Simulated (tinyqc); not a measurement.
Permeation of metal atoms or ions through a thin barrier or dielectric: time lag, field-aided drift and lifetime: one step, computed by the program tinyqc.

The film 0 < x < d is empty at first; C = C0 at x = 0 and C = 0 at x = d. dC/dt = D d2C/dx2 - v dC/dx with drift v = D z e V/(k_B T d) (uniform field, no space charge).

Task: Dose at time s. Steady flux J = (D C0/d) P/(1 - exp(-P)); time lag in units of d^2/D: s_L = [P (1 + exp(-P))/(1 - exp(-P)) - 2]/P^2 (P = 0: J = D C0/d, s_L = 1/6). Dose through the film Q(s) = C0 d {f (s - s_L) - 2 exp(P/2) sum_(n=1..200) (-1)^n n^2 pi^2 exp(-l_n s)/l_n^2}, l_n = n^2 pi^2 + P^2/4, f = P/(1 - exp(-P)) the relative flux.

Inputs (values chosen for the exercise, for a model case: singly charged ions through a dielectric): thickness d = 25 nm; concentration at the source side C0 = 1e+15 1/cm^3; test temperature T = 175 C; time in units of d^2/D, s = 0.098.

Peclet number P = 4.143084

time scale d^2/D = 456490.1 s

Give: Q/(C0 d); dose Q; time.

Result:

Q/(C0 d) = 0.04475

dose Q = 1.119e+08 1/cm^2

time = 44736 s
